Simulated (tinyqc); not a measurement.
Conductance steps with and without the scatterer: conductance of a narrow metal strip with scatterers (square lattice, Green functions).

A strip of W sites across with hard walls, site energy 0 and hopping -t. Mode n = 1 to W has profile chi_n(j) = sqrt(2/(W + 1)) sin(n j pi/(W + 1)) and energy en = -2t cos(n pi/(W + 1)); E = en - 2t cos(kn a). With z_n = exp(i kn a) (Im k > 0 for closed modes, |z| < 1) each lead gives the self-energy -t z_n in mode n. One column carries the site energies v, here a notch at the edge (a site raised out of reach). In the mode basis V_nm = sum_j chi_n(j) v_j chi_m(j), G = (E - en + 2 t z_n - V)^-1, and t_nm = 2t sqrt(sin(kn a) sin(km a)) G_nm in size for open modes. T = sum |t_nm|^2, conductance (2e^2/h) T.

Inputs chosen for the exercise (out of a larger set: hopping and spacing of the size met in Cu or Al; the lattice is a model; not measured data): t = 1.26 eV (hopping); W = 4 (sites across); v = (50, 0, 0, 0) eV (site energies in the scattering column).

E is varied across the lower half of the band.

Against energy:
```
E/t    E (eV)  open modes       T  reflected
-3.30  -4.158           1  0.8914     0.1086
-2.95  -3.717           1  0.9645     0.0355
-2.65  -3.339           1  0.9956     0.0044
-2.30  -2.898           2  1.2516     0.7484
-1.95  -2.457           2  1.4738     0.5262
-1.65  -2.079           2  1.6887     0.3113
-1.30  -1.638           3  2.0099     0.9901
-0.95  -1.197           3  2.0394     0.9606
-0.65  -0.819           3  2.0891     0.9109
-0.30  -0.378           4  3.0012     0.9988
0.05    0.063           4  3.0017     0.9983
```

The clean strip goes from 1 to 4 open modes. The reflected flux ranges from 0.004 (E/t = -2.65) to 0.999 (E/t = -0.3). A scatterer on one site acts on one combination of modes only, so it can reflect at most one unit.

Computed by tinyqc, a small Python program: `OMP_NUM_THREADS=1 python tinyqc.py 1450537 1450538 out.jsonl` (the numbers bound the seed that draws the inputs); one thread of a shared host (Intel(R) Xeon(R) Processor @ 2.30GHz), about 0.01 s for the whole set of steps.
